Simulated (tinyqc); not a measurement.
Inside a calculation. Model: spin coating of a resist or spin-on film: centrifugal thinning, evaporation and the final thickness (Emslie and Meyerhofer models). Computed by tinyqc, a small Python program that keeps every step. Command: `OMP_NUM_THREADS=1 python tinyqc.py 3110815 3110816 out.jsonl spincoat walk`. One thread of a shared host (Intel(R) Xeon(R) Processor @ 2.30GHz), about 0.1 s of CPU time with the checks. Intermediate numbers are printed to about 5 digits and carried at full precision; extremes and crossings named in words are read from the listed rows.

A Newtonian film stays uniform over the wafer; solvent and solids have the same density and the concentration is uniform through the thickness.

Inputs (values chosen for the exercise, of the order of those of a polymer resist in an ester solvent):
```
quantity,value,unit
solids volume fraction c0,0.14,-
kinematic viscosity of the solvent nu_s,1.6,mm^2/s
viscosity constant k,1300,mm^2/s
viscosity exponent gamma,2.8,-
spin speed f,2000,rpm
evaporation rate at 1000 rpm e0,0.39,micrometre/s
starting thickness h0,700,micrometre
time t,0.76,s
wafer radius R,100,mm
shrinkage in the bake,11,%
```

## Rates

omega = 2 pi f/60; nu(c) = nu_s + k c^gamma; evaporation rate e = e0 sqrt(f/1000 rpm). Flow constant K = 2 omega^2/(3 nu(c0)); Reynolds number of the air omega R^2/nu_air with nu_air = 15 mm^2/s.

omega = 209.44 1/s

nu(c0) = 6.8857 mm^2/s

evaporation rate e = 0.55154 micrometre/s

flow constant K = 0.0042470 1/(micrometre^2 s)

Reynolds number of the air = 1.3963e+05

## Thinning without evaporation

dh/dt = -K h^3 gives h = h0/sqrt(1 + 2 K h0^2 t); for long times h = 1/sqrt(2 K t).

h(t) without evaporation = 12.444 micrometre

long-time form = 12.446 micrometre

time 1/(2 K h0^2) = 2.4027e-04 s

The long-time form is within 0.016 %: the starting thickness is forgotten.

## The two-stage estimate

Meyerhofer estimate: flow rules until (1 - c0) K h^3 = e, then evaporation alone: h_w = (e/((1 - c0) K))^(1/3), dry film c0 h_w.

wet thickness h_w = 5.3252 micrometre

dry film, estimate = 745.53 nm

drying time (1 - c0) h_w/e = 8.3033 s

## First explicit step of the full model

Solids s and liquid l per area start at s = c0 h0, l = (1 - c0) h0. With h = h0 and c = c0: Q = K h^3, K = 2 omega^2/(3 nu); one Euler step of length dt = 0.01 h0/Q for s and l, ds/dt = -c Q, dl/dt = -(1 - c) Q - e.

Q = 1.4567e+06 micrometre/s

dt = 4.8054e-06 s

s = 97.02 micrometre

l = 595.98 micrometre

Q/e at the start = 2.6411e+06

## The full model

Full model for solids s and liquid l per area, h = s + l, c = s/h: ds/dt = -c Q, dl/dt = -(1 - c) Q - e, Q = 2 omega^2 h^3/(3 nu(c)); integrated adaptively (relative tolerance 1e-9) until l = 0. Dry film = s at l = 0, before the bake; film after the bake = s x (1 - shrinkage).

time to dry = 10.951 s

dry film = 859.34 nm

film after the bake = 764.81 nm

## Course in time

Times are fractions of the time to dry.

History:
```
fraction,t (s),h (micrometre),c,nu (mm^2/s),Q/e,s (nm)
0.003,0.0329,59.642,0.14003,6.89,1.6329e+03,8351.6
0.010,0.1095,32.745,0.14017,6.90,2.6964e+02,4589.9
0.030,0.3285,18.902,0.14090,6.98,5.1293e+01,2663.3
0.100,1.0951,10.294,0.14557,7.50,7.7152e+00,1498.4
0.200,2.1903,7.164,0.15644,8.81,2.2117e+00,1120.7
0.350,3.8330,5.174,0.18195,12.61,5.8222e-01,941.3
0.500,5.4757,3.970,0.22239,20.91,1.5857e-01,882.8
0.700,7.6660,2.679,0.32183,55.96,1.8208e-02,862.0
0.900,9.8563,1.463,0.58724,294.44,5.6442e-04,859.4
```

Q/e drops below 1 between t = 2.2 and 3.8 s, when c has risen from 0.14 to about 0.182; after that row the solids fall by a further 9 %. The full model gives 1.15 times the two-stage estimate.

## Spin curve

The formulas are those given above.

Dry film against speed:
```
f (rpm),full model (nm),estimate (nm),time to dry (s)
500,1718.7,1491.1,43.803
1000,1215.3,1054.3,21.902
1500,992.3,860.9,14.602
2000,859.3,745.5,10.951
3000,701.6,608.7,7.301
4000,607.6,527.2,5.476
6000,496.1,430.4,3.651
```

The full thickness goes as f^-0.500; the estimate as (e/omega^2)^(1/3) = f^(-1/2). The time to dry goes as f^-1.00. A thickness window of 1 % allows a speed error of about 2 %.

Checks made by the program: constant-viscosity run against c0 h0 exp(-int K h^2 dt) (relative difference 2e-05).
